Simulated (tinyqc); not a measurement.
Ranking of structures: pair-potential crystal by lattice sums. Computed by tinyqc, a small Python program. Command: `OMP_NUM_THREADS=1 python tinyqc.py 3004539 3004540 out.jsonl pairsum walk`. One thread of a shared host (Intel(R) Xeon(R) Processor @ 2.30GHz), about 0.02 s of CPU time with the checks.

Energy per atom E = (1/2) sum over neighbours of phi(r); d is the nearest-neighbour distance.

Inputs (values chosen for the exercise, for model atoms):
```
quantity               value      unit
well depth eps         0.177        eV
pair minimum r0         3.12  angstrom
cut-off r_c/r0          2.38         -
repulsive exponent n      12         -
attractive exponent m      6         -
```

Potential: Mie n-m. Structure: bcc.

Constants: 1 eV/angstrom^3 = 160.2176634 GPa.

Method:
- phi0(r) = eps [m (r0/r)^n - n (r0/r)^m]/(n - m); shifted-force cut-off: phi(r) = phi0(r) - phi0(r_c) - (r - r_c) phi0'(r_c) for r < r_c, zero beyond.
- Shells (distance in units of d, count): fcc 1.0000 (12), 1.4142 (6), 1.7321 (24), 2.0000 (12), 2.2361 (24), 2.4495 (8), 2.6458 (48), 2.8284 (6), 3.0000 (36), 3.1623 (24); hcp 1.0000 (12), 1.4142 (6), 1.6330 (2), 1.7321 (18), 1.9149 (12), 2.0000 (6), 2.2361 (12), 2.3805 (12), 2.4495 (6), 2.5166 (6), 2.5820 (12), 2.6458 (24), 2.7080 (6), 2.8868 (12), 3.0000 (12), 3.1091 (24), 3.1623 (12); bcc 1.0000 (8), 1.1547 (6), 1.6330 (12), 1.9149 (24), 2.0000 (8), 2.3094 (6), 2.5166 (24), 2.5820 (24), 2.8284 (24), 3.0000 (32); sc 1.0000 (6), 1.4142 (12), 1.7321 (8), 2.0000 (6), 2.2361 (24), 2.4495 (24), 2.8284 (12), 3.0000 (30), 3.1623 (24); diamond 1.0000 (4), 1.6330 (12), 1.9149 (12), 2.3094 (6), 2.5166 (12), 2.8284 (24), 3.0000 (16). Volumes per atom in d^3: fcc 0.70711, hcp 0.70711, bcc 0.76980, sc 1.00000, diamond 1.53960; hcp has the ideal c/a. Every shell inside the cut-off is summed.
- Equilibrium: dE/dd = 0 at the lowest minimum with d between 0.78 r0 and 1.45 r0; B = d^2 E''(d)/(9 Omega).

Each structure at its own equilibrium:
```
structure  neighbours  d (angstrom)  E (eV/atom)  volume (angstrom^3)  B (GPa)
fcc                12        3.0559      -1.2382               20.179   85.426
hcp                12        3.0562      -1.2385               20.185   85.206
bcc                 8        2.9960      -1.1800               20.701   79.692
sc                  6        2.9958      -0.7923               26.886   40.856
diamond             4        3.0312      -0.4420               42.881   14.689
```

What does the comparison show, and why?

The order is hcp < fcc < bcc < sc < diamond; hcp lies 0.32 meV below fcc. fcc (-1.238183 eV) and hcp (-1.238505 eV) share two shells and differ from the third on. Pair forces reward the number of bonds: diamond reaches only 36 % of the best binding. Caution: each structure is relaxed in d alone and may be unstable against shear; the tiny fcc-hcp difference depends on the cut-off.

Extremes, crossings and ranges named in words are read from the listed rows.
